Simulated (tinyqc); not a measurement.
Off-state leakage of single and stacked transistors: two steps of the calculation.

n-channel devices of unit width. Subthreshold current I(Vg, Vs, Vd) = I0 (T/300 K)^0.5 exp[(Vg - Vs - VT(T) - gb (Vs - Vb) + dd (Vd - Vs))/(nf Vt)] (1 - exp(-(Vd - Vs)/Vt)), VT(T) = VT - cT (T - 300 K). Gate-edge tunnelling Ig (Vd/1 V) exp(ag (Vd - 1 V)), for a gate at 0 V, and band-to-band leakage Ab u exp(-Bb/u), u = Vd - Vb + 1 V, flow at a drain held at V; both are taken as independent of T. In a stack of off transistors (all gates at 0 V) the same subthreshold current passes through each.

Values chosen for this exercise; values of the order met in bulk silicon logic transistors: temperature T = 300 K; supply voltage V = 0.8 V; threshold at 300 K, zero drain and body bias VT = 0.48 V; fall of the threshold with temperature cT = 0.7 mV/K; current at threshold at 300 K I0 = 0.79 uA/um; slope factor nf = 1.45; drain-induced lowering per volt dd = 0.11; rise of the threshold per volt of source-body bias gb = 0.15; gate-edge tunnelling current at 1 V Ig = 2e-6 uA/um; exponential slope of the gate current ag = 3.1 1/V; prefactor of band-to-band leakage at the drain Ab = 20 uA/(um V); its exponential voltage Bb = 28 V; body voltage Vb = -0.3 V.

Constants: q = 1.602176634e-19 C, kB = 1.380649e-23 J/K, Vt = kB T/q. Results are converted to the units shown.

Question 1. Leakage of one transistor. Vg = Vs = 0, Vd = V; effective threshold VT(T) - gb Vb - dd V.

Give: effective threshold; parts; total; shares.

Answer 1.

effective threshold = 0.43700 V
parts (nA/um): subthreshold 0.0068340, gate edge 8.6071e-4, band-to-band 0.068023
total = 0.075718 nA/um
shares (%): subthreshold 9.0257, gate edge 1.1367, band-to-band 89.838

The band-to-band part is the largest.

Question 2. New Vx. Stack of two, Vx the node between them: I_low = I(0, 0, Vx), I_up = I(0, Vx, V), f = ln(I_up/I_low), f' = -(1 + gb + 2 dd)/(nf Vt) - 1/(Vt (exp(Vx/Vt) - 1)) - 1/(Vt (exp((V - Vx)/Vt) - 1)), Vx(new) = Vx - f/f'.

Vx after iteration 1 = 0.066403888 V

Find: I_low; I_up; f; f'; Vx after iteration 2.

Answer 2.

I_low = 7.330e-4 nA/um
I_up = 7.334e-4 nA/um
f = 4.181e-4
f' = -39.76 1/V
Vx after iteration 2 = 0.06641 V

Numbers from tinyqc (`OMP_NUM_THREADS=1 python tinyqc.py 2242148 2242149 out.jsonl`; about 0.04 s on one thread of a shared Intel Xeon 2.30GHz).
